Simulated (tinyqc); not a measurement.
Inside a calculation: buckled dimers of a reconstructed (001) surface, two dangling bonds a dimer. Values are carried at full precision from step to step, so a last printed digit may differ when a step is redone from the rounded ones.

In a dimer one atom moves up by z and the other down by z; the dangling bond of the up atom (more s-like) falls by gm z and that of the down atom rises by gm z. With all dimers tilted alike: H(k) = [[-gm z - 2 ta cos k, -tp - 2 tx cos k], [., gm z - 2 ta cos k]], k along the row in 1/a. Two electrons a dimer fill the lowest N of the 2N levels on the mesh k_j = (j + 1/2) pi/N. Total energy a dimer: W(z) = (2/N) sum of the filled levels + kf z^2. Repulsion between electrons is left out.

Constants: kB = 8.617333262e-05 eV/K.

Inputs chosen for the exercise (of the size met on Si(001); shifted at random, so the results belong to these values and not to a real crystal): tp = 0.34 eV (pi coupling inside a dimer); ta = 0.09 eV (coupling between like atoms along the row); tx = 0.07 eV (diagonal coupling along the row); gm = 2.26 eV/angstrom (shift of a dangling bond with height); z = 0.13 angstrom (a trial buckling); k = 0.37 pi/a (wave vector along the row); kf = 9 eV/angstrom^2 (force constant of buckling); N = 12 (k points).

## One k point at the trial buckling

Form H, its levels and the weight of the lower one on the up atom, (1 + gm z/sqrt((gm z)^2 + h^2))/2 with h the off-diagonal element; k is given in pi/a.

H (eV), rows up, down and columns alike:
$$\begin{pmatrix}
-0.3653 & -0.3956 \\
-0.3956 & 0.2223
\end{pmatrix}$$

levels (eV): [-0.5643, 0.4213]

weight on the up atom = 0.7981

## The bands on the mesh

Both levels at each k_j for the trial z, and W(z).

Levels (eV):
```
j   k (pi/a)    lower   upper
0     0.0417  -0.7402  0.3833
1     0.1250  -0.7200  0.3874
2     0.2083  -0.6811  0.3955
3     0.2917  -0.6264  0.4073
4     0.3750  -0.5600  0.4223
5     0.4583  -0.4868  0.4398
6     0.5417  -0.4122  0.4592
7     0.6250  -0.3414  0.4792
8     0.7083  -0.2793  0.4985
9     0.7917  -0.2297  0.5153
10    0.8750  -0.1952  0.5278
11    0.9583  -0.1776  0.5345
```

band energy = -0.9083 eV
elastic energy = 0.1521 eV
W = -0.7562 eV

The lower band is full and the upper empty.

## An isolated dimer

For ta = tx = 0, W = -2 sqrt(tp^2 + (gm z)^2) + kf z^2. It buckles if gm^2/kf > tp; then sqrt(tp^2 + (gm z)^2) = gm^2/kf, the gap is twice that, and the gain is (gm^2/kf - tp)^2 kf/gm^2.

gm^2/kf = 0.5675 eV
buckling z = 0.2011 angstrom
gap = 1.1350 eV
gain = 0.0912 eV

The pi bond is too weak to resist: the dimer tilts and charge moves to the up atom.

## The row at its minimum

Minimise W over z from 0 to 1 angstrom. Gap: lowest upper level less highest lower level on 201 points from 0 to pi (negative: overlap). Charge moved to the up atom: the mean of gm z/sqrt((gm z)^2 + h^2) over the mesh, valid for a full lower band.

z = 0.2012 angstrom
gain over flat dimers = 0.1024 eV

gap (eV): flat 0.3200, at the minimum 0.7981

charge moved = 0.801 e

With these values the flat row already has a gap and buckling widens it; fuller one-electron models of Si(001) and Ge(001) find the flat dimers metallic. Per dimer, the gain is also the barrier for flipping the whole row together in this picture, 4.0 kT at 300 K.

## Checks

- Buckling of an isolated dimer from the formula against numerical minimisation: both 0.2011.

Program tinyqc; command `OMP_NUM_THREADS=1 python tinyqc.py 1481053 1481054 out.jsonl`; about 0.02 s on one thread of a shared Intel(R) Xeon(R) Processor @ 2.30GHz.
